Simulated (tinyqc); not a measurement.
Distribution of switching voltages from the rising branch.

Inverse problem. In a Preisach model that starts with all elements at -1, a rising voltage turns to +1 all elements whose up-switching voltage it has passed, and P = Ps (2 F - 1) with F their total weight; the last voltage saturates the film. Find Ps and the weight that switches in each interval, from 0 V up.

P on the way up (uC/cm^2): 0.6 V -6.420400, 1.2 V 4.453653, 1.8 V 11.282265, 2.4 V 13.000000

Answer. Each step of P divided by 2 Ps is the weight of that interval; the rising branch says nothing of the down-switching voltages.

Ps = 13.0 uC/cm^2
weights: [0.253, 0.418, 0.263, 0.066]

Program tinyqc, `OMP_NUM_THREADS=1 python tinyqc.py 2860130 2860131 out.jsonl`; Intel Xeon 2.30GHz, shared host, one thread, about 0.01 s.
